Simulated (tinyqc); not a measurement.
From results back to parameters: image-charge renormalisation of a gap near a dielectric or metal. Three cases, with inputs chosen for the exercise.

Problem. A small molecule or defect in vacuum at height z above the image plane of a substrate has both its electron and hole levels stabilised by (e^2/4 pi eps0)(es - 1)/((es + 1) 4 z), so its gap shrinks by twice that. The reduced gap is given.

Constants: e^2/(4 pi eps0) = 14.39964547 eV angstrom.

Find: reduction; (es - 1)/(es + 1); z.

Method. z = (e^2/4 pi eps0)(es - 1)/((es + 1) 2 x reduction). Local and hybrid functionals miss this shift, since it is a non-local correlation effect.

Case 1.

Values chosen: E0 = 6.94 eV (quasiparticle gap far from the surface); es = 11.7 (dielectric constant of the substrate (1e4: a metal)).

gap near the surface = 6.18175 eV

Solution.

reduction = 0.7582 eV
(es - 1)/(es + 1) = 0.8425
z = 8.00 angstrom

Case 2.

Values chosen: E0 = 5.04 eV (quasiparticle gap far from the surface); es = 3.9 (dielectric constant of the substrate (1e4: a metal)).

gap near the surface = 4.55578 eV

Solution.

reduction = 0.4842 eV
(es - 1)/(es + 1) = 0.5918
z = 8.80 angstrom

Case 3.

Values chosen: E0 = 5.72 eV (quasiparticle gap far from the surface); es = 10000 (dielectric constant of the substrate (1e4: a metal)).

gap near the surface = 4.87313 eV

Solution.

reduction = 0.8469 eV
(es - 1)/(es + 1) = 0.9998
z = 8.50 angstrom

Computed by tinyqc, one run a case: `OMP_NUM_THREADS=1 python tinyqc.py N N+1 out.jsonl` with N = 1880803, 1880849, 1880854; one thread of a shared Intel(R) Xeon(R) Processor @ 2.30GHz, about 0.02 s a run at most.
